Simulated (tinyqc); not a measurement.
Plane-wave Kohn-Sham cycle with exchange-only LDA in a layered model solid, step by step. One step of it, computed by the program tinyqc.

Problem. Iteration 2: Hamiltonian at one k. H(m,m') = (k + G_m)^2/2 delta + V(G_m - G_m'), with V(-G) = V(G).

A solid whose potential varies along x alone (atomic units):
```
parameter                      value
period a                    4.500000
cross-section of the cell  17.000000
electrons per cell                 2
grid points                       16
plane waves -n..n, n               2
k points                           1
V1 in V1 cos(2 pi x/a)     -0.570000
V2 in V2 cos(4 pi x/a)     -0.260000
```

V(G_m), m = 0, 1, 2, ... (hartree): -0.292200  -0.282879  -0.130717  -0.000163  -0.000009

k = 0.000000 2 pi / a

Give: H.

Solution.

H (hartree):
```
        -2      -1      +0      +1      +2
-2   3.607  -0.283  -0.131   0.000   0.000
-1  -0.283   0.683  -0.283  -0.131   0.000
+0  -0.131  -0.283  -0.292  -0.283  -0.131
+1   0.000  -0.131  -0.283   0.683  -0.283
+2   0.000   0.000  -0.131  -0.283   3.607
```
